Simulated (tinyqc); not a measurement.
Current of a Schottky diode by thermionic-emission-diffusion theory, and its read-back from I-V-T and C-V data: one step, computed by the program tinyqc. Command: `OMP_NUM_THREADS=1 python tinyqc.py 3029707 3029708 out.jsonl schottky walk`. One thread of a shared host (Intel(R) Xeon(R) Processor @ 2.30GHz), about 0.01 s of CPU time with the checks.

Full ionisation, no tunnelling, no recombination current. V is the voltage across the junction itself, forward positive.

Question. Barrier at the given bias. N_c(T) = N_c (T/300 K)^(3/2); V_bi = phi_0 - (k_B T/e) ln(N_c(T)/N); surface field F = sqrt(2 e N (V_bi - V - k_B T/e)/(eps eps_0)); image lowering d_phi = sqrt(e F/(4 pi eps eps_0)); effective barrier phi = phi_0 - d_phi.

Inputs (values chosen for the exercise, modelled on n-type GaAs):

| quantity | value | unit |
|---|---|---|
| Richardson constant A* | 7.78 | A/(cm^2 K^2) |
| effective density of states at 300 K, N_c | 4.9e+17 | 1/cm^3 |
| permittivity eps | 12.9 | - |
| mobility mu | 5900 | cm^2/(V s) |
| barrier without image force phi_0 | 0.797 | eV |
| doping N | 8.1e+15 | 1/cm^3 |
| junction voltage V | 0.36 | V |
| temperature T | 300 | K |

Barrier: uniform.

Constants: k_B = 8.617333262e-05 eV/K; e = 1.602176634e-19 C; eps_0 = 8.8541878128e-12 F/m.

Give: built-in voltage V_bi; surface field F; image lowering; effective barrier phi.

Answer.

built-in voltage V_bi = 0.69094 V

surface field F = 26.330 kV/cm

image lowering = 17.144 meV

effective barrier phi = 0.77986 eV
